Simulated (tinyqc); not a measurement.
Worked calculation: phonon-assisted absorption at an indirect gap. Values are carried at full precision from step to step, so a last printed digit may differ when a step is redone from the rounded ones.

alpha(E) = sum_j A_j [N_j (E - Eg + w_j)^2 + (N_j + 1)(E - Eg - w_j)^2], each bracket counted only where its base is positive; N_j = 1/(exp(w_j/kB T) - 1). The first term absorbs a phonon and the second emits one; excitons and direct transitions are left out.

Constants: kB = 8.617333262e-05 eV/K.

Values chosen for the exercise (loosely those of Si at room temperature; Eg is not tied to T; not measured data):
- Eg = 1.121 eV (indirect gap, held fixed unless listed)
- w = (58.4, 18.4) meV (two zone-edge phonons)
- A = (2300, 380) 1/(cm eV^2) (their strengths)
- T = 77 K
- E = 1.324 eV (photon energy)
- nr = 3.55 (refractive index)
- d = 150 micrometre (thickness)
- xj = 0.34 micrometre (dead layer at the surface)
- W = 13 micrometre (depleted width)
- L = 46 micrometre (minority diffusion length below it)

## The four branches at one energy

Evaluate the occupations and each term.

N_j: 0.0001506  0.06664

terms with phonon absorption (1/cm): 0.02366  1.241

terms with phonon emission (1/cm): 48.10  13.81

alpha = 63.18 1/cm
wavelength hc/E (hc = 1239.841984 eV nm) = 936.4 nm

Phonon absorption supplies 2.0 % of alpha; the depth 1/alpha is 158 micrometre.

## What a slab does with it

Slab of thickness d in air, incoherent passes: R = ((nr - 1)/(nr + 1))^2, x = exp(-alpha d); transmitted Tr = (1 - R)^2 x/(1 - R^2 x^2), reflected Rt = R + (1 - R)^2 R x^2/(1 - R^2 x^2), absorbed Ab = (1 - R)(1 - x)/(1 - R x).

d in cm is 1e-4 times the value in micrometres.

R = 0.3141
x = 0.3877
Tr = 0.1851
Rt = 0.3366
Ab = 0.4782

A single pass would absorb (1 - R)(1 - x) = 0.4200; the back face adds 0.0582.

## Quantum efficiency of a diode

Photodiode (Gaertner form with a dead layer): QE = (1 - R) exp(-alpha xj) [1 - exp(-alpha W)/(1 + alpha L)], R = ((nr - 1)/(nr + 1))^2; responsivity = QE/E in A/W for E in eV.

Evaluate the factors; 1 micrometre = 1e-4 cm.

passes the dead layer = 0.9979
collected share = 0.2863
QE = 0.1959
responsivity = 0.1480 A/W

Without diffusion from below the collected share would be 0.0788.

## Checks

- Tr + Rt + Ab against 1: both 1.000000.

tinyqc: `OMP_NUM_THREADS=1 python tinyqc.py 1680262 1680263 out.jsonl`; about 0.01 s, one thread, shared Intel(R) Xeon(R) Processor @ 2.30GHz.
